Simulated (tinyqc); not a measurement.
Coupled-perturbed Hartree-Fock on RHF in the 3-21g basis, for H2, spin multiplicity 1, step by step. The polarisability along this axis is zero because the basis has no function that the field can mix in; the real value is not. Computed by tinyqc, a small Python program that keeps every step (integrals from PySCF). Settings: charge = 0, multiplicity = 1, basis = 3-21g, method = RHF, energy threshold = 1e-10, iteration cap = 67, orthogonalisation = canonical, start = core, DIIS depth = 6. Command: `OMP_NUM_THREADS=1 python tinyqc.py 26573 26574 out.jsonl` (the two numbers bound the seeds that draw the settings). One thread of a shared host (Intel(R) Xeon(R) Processor @ 2.60GHz), about 0.1 s of CPU time with the checks. The early iterations of the SCF are left out here.

## One-electron integrals

Geometry (angstrom):
```
atom       x       y       z
H     0.0000  0.0000  0.0000
H     0.0000  0.0000  0.8160
```

Basis 3-21g: exponents (1/bohr^2) and contraction coefficients of normalised primitives:
```
element  l (shell)  exponent  coefficient
H            s (1)    5.4472       0.1563
H            s (1)    0.8245       0.9047
H            s (2)    0.1832       1.0000
```

Overlap, kinetic and nuclear-attraction integrals over the contracted functions; the nuclear repulsion is the sum of Za Zb / Rab.

nuclear repulsion = 0.648501 hartree

overlap S:
```
        1H 1s   1H 2s   2H 1s   2H 2s
1H 1s  1.0000  0.6459  0.3357  0.4508
1H 2s  0.6459  1.0000  0.4508  0.8043
2H 1s  0.3357  0.4508  1.0000  0.6459
2H 2s  0.4508  0.8043  0.6459  1.0000
```

kinetic energy T (hartree):
```
        1H 1s   1H 2s   2H 1s   2H 2s
1H 1s  1.5494  0.2932  0.1223  0.1554
1H 2s  0.2932  0.2748  0.1554  0.1889
2H 1s  0.1223  0.1554  1.5494  0.2932
2H 2s  0.1554  0.1889  0.2932  0.2748
```

nuclear attraction V (hartree):
```
         1H 1s    1H 2s    2H 1s    2H 2s
1H 1s  -2.3667  -1.1902  -0.7639  -0.8610
1H 2s  -1.1902  -1.2103  -0.8610  -1.0239
2H 1s  -0.7639  -0.8610  -2.3667  -1.1902
2H 2s  -0.8610  -1.0239  -1.1902  -1.2103
```

core Hamiltonian H = T + V (hartree):
```
         1H 1s    1H 2s    2H 1s    2H 2s
1H 1s  -0.8173  -0.8970  -0.6416  -0.7056
1H 2s  -0.8970  -0.9356  -0.7056  -0.8349
2H 1s  -0.6416  -0.7056  -0.8173  -0.8970
2H 2s  -0.7056  -0.8349  -0.8970  -0.9356
```

## Two-electron integrals

Functions are numbered as in S; the eight-fold symmetry (ij|kl) = (ji|kl) = (kl|ij) leaves the list below.

Two-electron integrals (ij|kl) in chemists' order, unique and non-zero (hartree):
```
(11|11) 1.1401   (21|11) 0.6114   (21|21) 0.3452   (22|11) 0.6264
(22|21) 0.3803   (22|22) 0.4830   (31|11) 0.3084   (31|21) 0.1760
(31|22) 0.1964   (31|31) 0.1177   (32|11) 0.3045   (32|21) 0.1847
(32|22) 0.2308   (32|31) 0.1310   (32|32) 0.1675   (33|11) 0.6254
(33|21) 0.3881   (33|22) 0.5017   (33|31) 0.3084   (33|32) 0.4191
(33|33) 1.1401   (41|11) 0.4191   (41|21) 0.2376   (41|22) 0.2636
(41|31) 0.1310   (41|32) 0.1407   (41|33) 0.3045   (41|41) 0.1675
(42|11) 0.4746   (42|21) 0.2901   (42|22) 0.3748   (42|31) 0.1673
(42|32) 0.2085   (42|33) 0.4746   (42|41) 0.2085   (42|42) 0.3124
(43|11) 0.3881   (43|21) 0.2398   (43|22) 0.3119   (43|31) 0.1760
(43|32) 0.2376   (43|33) 0.6114   (43|41) 0.1847   (43|42) 0.2901
(43|43) 0.3452   (44|11) 0.5017   (44|21) 0.3119   (44|22) 0.4211
(44|31) 0.1964   (44|32) 0.2636   (44|33) 0.6264   (44|41) 0.2308
(44|42) 0.3748   (44|43) 0.3803   (44|44) 0.4830
```

## Orthogonalisation

S = U s U^T; canonical form X = U s^(-1/2), so that X^T S X = 1. Each column of U has its largest component positive (the first on a tie).

eigenvalues of S: 0.1251  0.4486  0.7349  2.6914

X:
```
             1        2        3       4
1H 1s  -0.6803   0.8208   0.7756  0.2711
1H 2s   1.8798  -0.6640   0.2807  0.3351
2H 1s   0.6803   0.8208  -0.7756  0.2711
2H 2s  -1.8798  -0.6640  -0.2807  0.3351
```

## Iteration 9 (converged): orbitals

converged F (hartree):
```
         1H 1s    1H 2s    2H 1s    2H 2s
1H 1s   0.1362  -0.4787  -0.4967  -0.4856
1H 2s  -0.4787  -0.3458  -0.4856  -0.3965
2H 1s  -0.4967  -0.4856   0.1362  -0.4787
2H 2s  -0.4856  -0.3965  -0.4787  -0.3458
```

Diagonalise F' = X^T F X, C = X C', fill 1 alpha and 1 beta electrons from the bottom; D = 2 C_occ C_occ^T. Each column has its largest component positive (the first on a tie).

F' = X^T F X (hartree):
```
         1        2        3        4
1   0.9087   0.0000  -0.5967   0.0000
2   0.0000   0.9620   0.0000  -0.0134
3  -0.5967   0.0000   0.7756   0.0000
4   0.0000  -0.0134   0.0000  -0.5700
```

orbital energies (hartree): MO1 -0.5702, MO2 0.2418, MO3 0.9621, MO4 1.4425

coefficients C:
```
          MO1      MO2      MO3      MO4
1H 1s  0.2783   0.1245   0.8184  -1.0242
1H 2s  0.3293   1.4626  -0.6669   1.2138
2H 1s  0.2783  -0.1245   0.8184   1.0242
2H 2s  0.3293  -1.4626  -0.6669  -1.2138
```

D after iteration 9:
```
        1H 1s   1H 2s   2H 1s   2H 2s
1H 1s  0.1549  0.1832  0.1549  0.1832
1H 2s  0.1832  0.2168  0.1832  0.2168
2H 1s  0.1549  0.1832  0.1549  0.1832
2H 2s  0.1832  0.2168  0.1832  0.2168
```

## Convergence

Stop when the energy changes by less than 1e-10 hartree and every element of the error matrix X^T (F D S - S D F) X is below 3e-06.

Course of the cycle:
```
iteration  E (hartree)     change  largest element of the error matrix
1            -1.074859          -                             3.33e-01
2            -1.117843  -4.30e-02                             5.08e-02
3            -1.118830  -9.88e-04                             2.12e-04
4            -1.118830  -1.43e-08                             8.70e-05
5            -1.118830  -1.75e-09                             5.47e-05
6            -1.118830  -5.35e-10                             3.98e-05
7            -1.118830  -2.31e-10                             3.13e-05
8            -1.118830  -3.76e-10                             4.25e-08
9            -1.118830     0.0000                             6.01e-11
```

PySCF RHF in the same basis = -1.118830 hartree

Converged in 9 iterations.

## Integrals over molecular orbitals

(pq|rs) = sum C_ip C_jq C_kr C_ls (ij|kl), one index at a time.

one-electron integrals over orbitals h = C^T H C (hartree):
```
         1        2        3       4
1  -1.1972   0.0000  -0.1559  0.0000
2   0.0000  -0.5753   0.0000  0.2031
3  -0.1559   0.0000  -0.0303  0.0000
4   0.0000   0.2031   0.0000  0.2866
```

Two-electron integrals over orbitals (pq|rs), unique and non-zero (hartree):
```
(11|11) 0.6270    (21|21) 0.0970    (22|11) 0.4570    (22|22) 0.4138
(31|11) 0.1559    (31|22) 0.0608    (31|31) 0.1087    (32|21) -0.0086
(32|32) 0.0348    (33|11) 0.5506    (33|22) 0.4144    (33|31) 0.1308
(33|33) 0.5073    (41|21) -0.0807   (41|32) -0.0352   (41|41) 0.1236
(42|11) -0.1419   (42|22) -0.0636   (42|31) -0.0800   (42|33) -0.1139
(42|42) 0.0760    (43|21) -0.1043   (43|32) -0.0169   (43|41) 0.1274
(43|43) 0.1559    (44|11) 0.6397    (44|22) 0.4693    (44|31) 0.1943
(44|33) 0.5793    (44|42) -0.1699   (44|44) 0.7174
```

## Response to a field: uncoupled start

dipole integrals <a|y|i> (bohr):
```
        i1
a2  0.0000
a3  0.0000
a4  0.0000
```

Field along y; U_ai = -mu_ai / (e_a - e_i), alpha = -4 sum U_ai mu_ai.

uncoupled U:
```
        i1
a2  0.0000
a3  0.0000
a4  0.0000
```

uncoupled polarisability = 0.0000 bohr^3

## Coupled step 1

U_ai = -(mu_ai + sum_bj [4 (ai|bj) - (ab|ij) - (aj|bi)] U_bj) / (e_a - e_i); alpha = -4 sum U_ai mu_ai.

U after step 1:
```
        i1
a2  0.0000
a3  0.0000
a4  0.0000
```

polarisability = 0.0000 bohr^3

## Coupled polarisability

Repeat until U stops changing; compare with -d2E/dF2.

Course of the coupled iterations:
```
step  alpha (bohr^3)
0             0.0000
1             0.0000
```

coupled polarisability = 0.0000 bohr^3

finite-field check, fields of +/-0.001 au = 2.22e-09 bohr^3
